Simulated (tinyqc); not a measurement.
Kinetics of strain relaxation and threading dislocations in mismatched semiconductor layers: one step, computed by the program tinyqc. Command: `OMP_NUM_THREADS=1 python tinyqc.py 3022012 3022013 out.jsonl threading walk`. One thread of a shared host (Intel(R) Xeon(R) Processor @ 2.30GHz), about 0.01 s of CPU time with the checks.

60-degree dislocations on {111} planes of a (001) layer, isotropic elasticity. The Schmid factor is 1/sqrt(6), and a misfit segment relieves strain with b/2.

Problem. Thick uniform layer and trapping in a trench. A separate case, a thick relaxed layer. Pair reactions during growth: d rho/dh = -K rho^2 with K = 2 r_A tan(psi) and threads inclined by psi = 45 degrees (the <110> lines of {111} planes), so rho = 1/(K H) for a layer that starts with far more threads than that, as highly mismatched layers do. In a trench along [110] a thread on {111} rises at 54.74 degrees across the width, and leaves through the wall below the height w tan(54.74 degrees) = sqrt(2) w; the share of threads, evenly spread over the floor, that reach the top is max(0, 1 - a/sqrt 2) for the aspect ratio a.

Inputs (values chosen for the exercise, modelled on Ge on Si): reaction radius r_A = 17 nm; final thickness of a thick uniform layer H = 2.6 micrometre; aspect ratio of a trench = 1.8.

Give: thread density at H; share that reaches the top.

Solution.

thread density at H = 1.131e+09 1/cm^2

share that reaches the top = 0

The trench traps all threads that cross it; those that run along it are not trapped. Thickness alone needs 2900 micrometre for 1e6 /cm^2.
